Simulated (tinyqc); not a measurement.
Inside a calculation: Weaire-Thorpe hybrids on a Bethe lattice: gap and dangling bond of an amorphous tetrahedral solid. Values are carried at full precision from step to step, so a last printed digit may differ when a step is redone from the rounded ones.

Four sp3 hybrids an atom at energy 0, coupled by -V1 on the atom and by -V2 along a bond; the bonds form a tree (no rings). For any network the gap runs at least from -V2 + V1 to V2 - 3 V1, and p-like states pile up at -V2 + V1 and V2 + V1. On the tree the gap is wider: it ends at Ec = -V1 + sqrt(V2^2 + 4 V1^2 - 2 sqrt3 V1 V2), which makes it well wider than the gaps of the real glasses. A branch seen from a hybrid has the self-energy S = V2^2 g, where g is the Green function of the hybrid across the bond, whose three partners carry S themselves. With a = z - V1, b = a - S: g = 1/(a + V1 b/(b + 3 V1)), z = E + i eta. A full atom has G = (1/b)(b + 3 V1)/(b + 4 V1) per hybrid; a dangling hybrid with shift dh has G = 1/(1/g - dh).

Inputs chosen for the exercise (of the size of tabulated hybrid energies for amorphous germanium; the results hold for these values, not for the real material): V1 = 1.87 eV (coupling of two hybrids on one atom); V2 = 4.2 eV (coupling of the two hybrids of a bond); E = -3.25 eV (energy); eta = 0.05 eV (broadening); dh = -1.04 eV (shift of the dangling hybrid (rehybridisation)).

## Edges

Bounds -V2 + V1 and V2 - 3 V1. On the tree the s-like bands are narrower: E = -V1 -/+ sqrt(V2^2 + 4 V1^2 + V1 V2 e) with e from -2 sqrt3 to 2 sqrt3 (for a crystal, -4 to 4), so the conduction edge is -V1 + sqrt(V2^2 + 4 V1^2 - 2 sqrt3 V1 V2).

edges (eV): Ev -2.3300, Ec(bound) -1.4100, Ec(tree) 0.2325

gaps (eV): (bound, reached in the crystal) 0.9200, (tree) 2.5625

The gap needs no periodicity, only V2 > 2 V1 (here V2/V1 = 2.246); leaving out rings widens it by 1.643 eV. Two parameters give the trend, not the value.

## The self-energy at one energy

S = V2^2 g is a quadratic A S^2 + B S + C = 0 with A = a + V1, B = -(a (a + 4 V1) + V2^2), C = V2^2 (a + 3 V1), a = z - V1. Of the two roots take the one with Im S < 0 (if both qualify, the decaying one, with the smaller |V1 V2 g/(b + 3 V1)|).

A, B, C: [-3.2500+0.0500i, -5.5543+0.1380i, 8.6436+0.8820i]

roots (eV): [0.9870+0.0891i, -2.6963-0.0729i]

S = -2.6963-0.0729i eV

## Densities at that energy

With z = E + i eta, b = z - V1 - S: full atom G = (b + 3 V1)/(b (b + 4 V1)); g = S/V2^2; dangling hybrid 1/(1/g - dh); densities -Im G/pi.

G (1/eV): (bulk) -0.2592-0.0169i, (dangling with dh = 0) -0.1529-0.0041i, (dangling with dh) -0.1817-0.0058i
densities (1/eV): (bulk) 0.0054, (dangling with dh = 0) 0.0013, (dangling with dh) 0.0019

## The dangling-bond level

For eta = 0 the level solves 1/g(E) = dh inside the gap (bisection); its weight on the dangling hybrid is 1/(d(1/g)/dE), by central differences with step 1e-5 eV.

level = -0.5202 eV
above Ev = 1.8098 eV
weight on the dangling hybrid = 0.565

The level lies at 71 % of the gap of the tree; 43 % of it spreads over the back bonds.

## Checks

- Conduction edge from the formula against the zero of the discriminant: both 0.232509.
- S from the quadratic against damped iteration of S = V2^2 g: both -2.696278.

(tinyqc, `OMP_NUM_THREADS=1 python tinyqc.py 1451084 1451085 out.jsonl`, Intel(R) Xeon(R) Processor @ 2.30GHz, 1 thread, shared host, about 0.02 s.)
